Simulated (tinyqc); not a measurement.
## Polarisation charge from two barrier thicknesses

Inverse problem. VT = phiB - dEc - q sigma d/(eps0 eps_r). Find sigma, phiB - dEc and the thickness at which VT = 0.

Values chosen for this exercise: relative permittivity of barrier and channel eps_r = 9.

Constants: q = 1.602176634e-19 C, eps0 = 8.8541878128e-14 F/cm where lengths are in cm. Results are converted to the units shown.

VT for d = 15 and 21 nm (V): -3.0725668  -4.6313535

Solution. VT is linear in d.

sigma = 1.292e13 cm^-2
phiB - dEc = 0.8244 V
thickness for VT = 0 = 3.173 nm

tinyqc, about 0.01 s, one thread, Intel Xeon 2.30GHz (shared host): `OMP_NUM_THREADS=1 python tinyqc.py 2570010 2570011 out.jsonl`
